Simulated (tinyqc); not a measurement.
Ion implantation: universal nuclear stopping, Lindhard-Scharff electronic stopping and a Gaussian range profile: one step, computed by the program tinyqc. Command: `OMP_NUM_THREADS=1 python tinyqc.py 3017457 3017458 out.jsonl implant walk`. One thread of a shared host (Intel(R) Xeon(R) Processor @ 2.30GHz), about 0.09 s of CPU time with the checks.

An ion slows by elastic collisions with screened nuclei and by friction with electrons; channelling is ignored and the target is uniform.

Problem. Gaussian profile. C(x) = C_p exp(-(x - R_p)^2/(2 dR_p^2)) with C_p = Q/(sqrt(2 pi) dR_p), 1 nm = 1e-7 cm; the profile falls to the background at x_j = R_p + dR_p sqrt(2 ln(C_p/C_B)); the peak atomic fraction is C_p/N.

Inputs (values chosen for the exercise, modelled on arsenic ions in diamond): target density N = 176.3 1/nm^3; dose Q = 2.1e+13 1/cm^2; background C_B = 3.9e+15 1/cm^3.

straggle dR_p = 11.29437 nm

projected range R_p = 49.11570 nm

Give: peak concentration C_p; depth x_j where C falls to C_B; peak atomic fraction.

Solution.

peak concentration C_p = 7.418e+18 1/cm^3

Depth x_j where C falls to C_B = 93.01 nm

peak atomic fraction = 4.207e-05
